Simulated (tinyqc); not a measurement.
# Resonant-tunnelling diode, transfer matrices and Tsu-Esaki current: resonance against bias

Emitter (band edge 0), barrier d1, well Lw, barrier d2, spacer ds, collector (edge -V). The bias drops linearly over these layers and none in the contacts; each layer is cut into ns equal slices, flat at the value of their centres. E is the energy of motion across the layers, C = hbar^2/(2 m0), psi and psi'/m are continuous. Transport is coherent, T(E) is taken as independent of the transverse momentum, and charge in the well is ignored.

For the pair (psi, psi'/m) a flat layer has M = [[cos kd, (m/k) sin kd], [-(k/m) sin kd, cos kd]] with k = sqrt(m (E - U)/C) above its edge U, and M = [[cosh Kd, (m/K) sinh Kd], [(K/m) sinh Kd, cosh Kd]] with K = sqrt(m (U - E)/C) below it. Later slices stand to the left. With M acting on (psi, psi'/m) and v = k/m in each lead, T(E) = 4 vL vR/[(vL vR M12 - M21)^2 + (vR M11 + vL M22)^2]. J = J0 times the integral over E > 0 of T(E) N(E), N = ln[(1 + exp((Ef - E)/Vt))/(1 + exp((Ef - V - E)/Vt))], J0 = q^2 mw m0 kB T/(2 pi^2 hbar^3) (times 1e-4 for A/cm^2 per eV). The integral is converged to the digits shown. The resonance is the first maximum of T(E) for E > 0, G its full width at half maximum. For a sharp resonance J = J0 (pi G/2) Tp N(Er), with Er the peak energy, Tp the peak transmission and G the full width at half maximum (in eV).

Parameters, values chosen for the exercise; masses and offsets of a made-up heterostructure: temperature T = 150 K; mass in the well, spacer and contacts mw = 0.055 m0; barrier height U1 = 0.25 eV; barrier mass m1 = 0.093 m0; emitter barrier d1 = 3.5 nm; well width Lw = 7.8 nm; collector barrier d2 = 3.5 nm; slices in each layer ns = 1; undoped spacer after the collector barrier ds = 2.3 nm; Fermi energy of both contacts above their band edges Ef = 0.032 eV.

Constants: q = 1.602176634e-19 C, kB = 1.380649e-23 J/K, hbar = 1.054571817e-34 J s, m0 = 9.1093837015e-31 kg, Vt = kB T/q, hbar^2/(2 m0) = 0.0380998212 eV nm^2. Results are converted to the units shown.

Resonance against bias:
```
V (V)	Er (eV)	Tp	G (meV)	J (kA/cm^2)	one-resonance J (kA/cm^2)
0.011	0.04182	0.9947	0.6938	2.490	2.515
0.024	0.03619	0.9747	0.6928	5.281	5.334
0.038	0.03012	0.9360	0.6915	8.213	8.296
0.051	0.02447	0.8828	0.6900	10.81	10.92
0.065	0.01838	0.8035	0.6875	13.19	13.32
0.078	0.01272	0.7028	0.6831	14.48	14.61
0.091	0.007060	0.5583	0.6736	13.89	13.99
```

Er falls from 0.0418 to 0.00706 eV, by 0.435 eV a volt, against the share 0.433 of the bias at the centre of the well. Tp falls from 0.995 to 0.558: the bias makes equal barriers unequal. The one-resonance current is 0.99 % above the full integral in the first row and 0.78 % above it in the last.

Numbers from tinyqc (`OMP_NUM_THREADS=1 python tinyqc.py 2600105 2600106 out.jsonl`; about 0.2 s on one thread of a shared Intel Xeon 2.30GHz).
